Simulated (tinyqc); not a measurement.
Worked calculation: deep trap from a strong local potential in a two-band host (Koster-Slater model with semi-elliptic bands). Computed by tinyqc, a small Python program that keeps every step. Command: `OMP_NUM_THREADS=1 python tinyqc.py 3022797 3022798 out.jsonl deeptrap walk`. One thread of a shared host (Intel(R) Xeon(R) Processor @ 2.30GHz), about 0.03 s of CPU time with the checks. Intermediate numbers are printed to about 6 digits and carried at full precision; extremes and crossings named in words are read from the listed rows.

The valence band spans -2 W_v to 0 and the conduction band E_g to E_g + 2 W_c. The orbital at the impurity site has weight f_v in the valence band and 1 - f_v in the conduction band, each spread as a semi-ellipse (2/(pi W^2)) sqrt(W^2 - x^2) about the band centre. The impurity adds U to this orbital. Spin is left out.

Inputs (values chosen for the exercise, with a gap close to that of beta-Ga2O3):
```
quantity                                value  unit
gap E_g                                  4.88    eV
half-width of the valence band W_v        2.1    eV
half-width of the conduction band W_c     2.5    eV
valence weight f_v of the site orbital   0.61     -
impurity potential U                    -5.23    eV
levels per band n                           2     -
trial energy E                           2.72    eV
```

Impurity: attractive, donor-like.

## Green function at the trial energy

In the gap G(E) = f_v (2/W_v^2)[x - sqrt(x^2 - W_v^2)] - (1 - f_v)(2/W_c^2)[y - sqrt(y^2 - W_c^2)], x = E + W_v, y = E_g + W_c - E. The potential that would put a level at E is U = 1/G(E).

valence part = 0.133210 1/eV

conduction part = -0.0907754 1/eV

G(E) = 0.0424345 1/eV

potential needed = 23.5658 eV

## Thresholds and the vacancy level

G falls across the gap from G(0) to G(E_g). A repulsive U binds if U > 1/G(0), an attractive one if U < 1/G(E_g); the vacancy level (U infinite) solves G(E) = 0 (bisection).

G(0) = 0.526497 1/eV

G(E_g) = -0.222535 1/eV

repulsive threshold = 1.89935 eV

attractive threshold = -4.49368 eV

vacancy level = 3.48565 eV

## The trap level

The trap level solves G(E) = 1/U (bisection). With D = -dG/dE = D_v + D_c, D_v = f_v (2/W_v^2)[x/sqrt(x^2 - W_v^2) - 1] and D_c = (1 - f_v)(2/W_c^2)[y/sqrt(y^2 - W_c^2) - 1], the weight on the impurity orbital is 1/(U^2 D) and the conduction-band character is D_c/D.

trap level E_t = 4.86616 eV

weight on the impurity orbital = 0.0338567

conduction-band character = 0.987500

depth below the conduction band = 0.0138363 eV

The level comes down from the conduction band and has covered 1 % of the way to the vacancy level, which it can never pass; 97 % of the state lies on host orbitals.

## The same problem as a small matrix

Each band is replaced by n levels e_k = centre + W cos(k pi/(n + 1)) with weights w_k = f (2/(n + 1)) sin^2(k pi/(n + 1)), k = 1..n (valence first); H_kl = e_k delta_kl + U sqrt(w_k w_l).

host levels e_k (eV): -1.05  -3.15  8.63  6.13

weights w_k: 0.305  0.305  0.195  0.195

H (eV), lower triangle (symmetric):
```
          1         2         3        4
1  -2.64515
2  -1.59515  -4.74515
3  -1.27547  -1.27547   7.61015
4  -1.27547  -1.27547  -1.01985  5.11015
```

## Levels of the small matrix

Diagonalise H (2n rows). The trap level, between the highest valence and the lowest conduction e_k, is number n + 1 from below for an attractive impurity and number n for a repulsive one.

levels (eV): -6.13623  -1.84770  5.23790  8.07602

trap level of the matrix = 5.23790 eV

It misses the Green-function level by +0.3717 eV. The lone level at -6.14 eV is the hyperdeep partner, which holds a large part of the impurity orbital.

## Chemical trend: level against potential

U is 1.05, 1.2, 1.5, 2, 3, 5, 10 and 30 times the threshold, rounded to three digits; the largest values are formal and only show the vacancy limit.

Trend:
```
U (eV)   E_t (eV)  weight on the impurity  conduction character  E_t - vacancy level (eV)
-4.72     4.87849               0.0128860              0.996140                   1.39284
-5.39     4.86035               0.0386750              0.984807                   1.37470
-6.74     4.79081               0.0597168              0.962518                   1.30515
-8.99     4.65039               0.0617067              0.927966                   1.16473
-13.50    4.40834               0.0450903              0.871535                   0.92269
-22.50    4.11711               0.0227880              0.800711                   0.63146
-44.90    3.83130               0.0070655              0.727073                   0.34565
-135.00   3.60664               0.0008752              0.666993                   0.12099
```

dE_t/dU equals the weight on the impurity, which peaks at 0.062 (U = -8.99 eV) and falls to 8.8e-4 in the last row, so beyond the peak each further eV of potential moves the level less. The level nears the vacancy level, 3.486 eV, as 1/U: it is 0.346 eV away at 10 times the threshold and 0.121 eV at 30 times, and the state is then host-like.

## Opening the gap, as alloying or pressure does

The conduction band is shifted rigidly; widths, weights and U stay.

Against the gap:
```
E_g (eV)  E_t (eV)  depth below E_c (eV)  conduction character
2.44          none                     -                     -
3.17       3.17000           2.64656e-08              0.999971
3.90       3.89665           3.35292e-03              0.991890
4.39       4.38193           8.06820e-03              0.989109
4.88       4.86616           1.38363e-02              0.987500
5.61       5.58656           2.34374e-02              0.986391
6.34       6.30650           3.34955e-02              0.986156
7.81       7.75655           5.34473e-02              0.986863
```

As the conduction band moves up by 4.640 eV the level follows by 4.587 eV, a mean slope of 0.99; the local slope is the conduction character. A shallow donor would follow with slope 1 and a shallow acceptor with slope 0. For E_g = 2.44 eV there is no level in the gap: it has merged into a band.

Checks made by the program: closed form against a 4000-point quadrature of the densities of states (relative difference below 1e-10); 200 levels per band against the Green function (relative difference below 1e-10).
